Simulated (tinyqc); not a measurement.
Threshold-voltage variability of a planar MOSFET, analytic estimates: two steps of the calculation.

Three independent sources add in quadrature: random dopants in the depleted layer, metal-gate grains of two orientations, and roughness of the two gate edges acting through the roll-off VT = VT(long) - Vr exp(-L/l). These are first-order estimates: no three-dimensional electrostatics, no percolation.

Inputs (values chosen for the exercise); material values close to those of germanium: temperature T = 300 K; subthreshold factor n = 1.42; gm/I of a matched pair gI = 15 1/V; spread of the gain factor of one device sb = 0.9 %; number of cells Nb = 268435456; wanted yield Y = 0.59.

Constants: q = 1.602176634e-19 C, kB = 1.380649e-23 J/K, Vt = kB T/q. Results are converted to the units shown.

Question 1. Total spread, mismatch and leakage. s = sqrt(s1^2 + s2^2 + s3^2). For a pair: s(dVT) = sqrt(2) s; current mismatch sqrt(2) sqrt((gI s)^2 + sb^2); input offset = current mismatch/gI. For a Gaussian VT the off current is log-normal with mean/median = exp(s^2/(2 (n Vt)^2)).

s1 = 10.199657 mV
s2 = 5.1887452 mV
s3 = 1.0706904 mV

Find: s; s(dVT); current mismatch; input offset; mean/median of Ioff.

Answer 1.

s = 11.494 mV
s(dVT) = 16.254 mV
current mismatch = 24.415 %
input offset = 16.277 mV
mean/median of Ioff = 1.0502

Question 2. Margin in standard deviations for the wanted yield. Cells fail independently with probability Q(k) = erfc(k/sqrt(2))/2 when the margin is k standard deviations, and Y = exp(-Nb Q(k)). phi = exp(-k^2/2)/sqrt(2 pi). Newton steps on ln Q(k) = ln(-ln(Y)/Nb): k(new) = k + [ln Q - ln(-ln(Y)/Nb)] Q/phi.

k at the start = 4

Find: Q(k); phi; k after iteration 1.

Answer 2.

Q(k) = 3.167e-5
phi = 1.338e-4
k after iteration 1 = 6.293

tinyqc, about 0.01 s, one thread, Intel Xeon 2.30GHz (shared host): `OMP_NUM_THREADS=1 python tinyqc.py 2090069 2090070 out.jsonl`
